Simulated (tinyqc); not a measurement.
Pinning of the barrier by interface states.

Cowley-Sze model with the space charge neglected: phiB = S (phiM - chi) + (1 - S)(Eg - phi0), S = 1/(1 + q Dit dl/(eps0 ei)), dl in cm.

Inputs (values chosen for the exercise); band and dielectric values close to those of gallium phosphide:
- Eg = 2.25 eV (band gap)
- chi = 3.84 eV (electron affinity)
- dl = 0.6 nm (thickness of the interfacial layer)
- ei = 1 (relative permittivity of the interfacial layer)
- phi0 = 0.82 eV (neutral level above the valence band)
- phiM = 4.88 eV (metal work function)

Constants: q = 1.602176634e-19 C, eps0 = 8.8541878128e-14 F/cm where lengths are in cm. Results are converted to the units shown.

Pinning of the barrier by interface states:
```
Dit (cm^-2 eV^-1),S,phiB (eV),change of phiB for 0.5 eV more work function (eV)
1e11,0.9893,1.044,0.4946
3e11,0.9685,1.052,0.4842
1e12,0.9021,1.078,0.4510
3e12,0.7543,1.136,0.3772
1e13,0.4795,1.243,0.2397
3e13,0.2349,1.338,0.1175
1e14,0.08434,1.397,0.04217
3e14,0.02979,1.418,0.01489
1e15,0.009127,1.426,0.004563
```

Read the table: what changes, and by how much?

S falls from 0.989 to 0.00913, passing 1/2 at Dit = eps0 ei/(q dl) = 9.21e12 cm^-2 eV^-1. The barrier rises from 1.04 to 1.43 eV, from near the Schottky-Mott value phiM - chi = 1.04 eV towards the pinned value Eg - phi0 = 1.43 eV.

Computed by the program tinyqc: `OMP_NUM_THREADS=1 python tinyqc.py 2020053 2020054 out.jsonl`, one thread of a shared Intel Xeon 2.30GHz, about 0.04 s for the whole run.
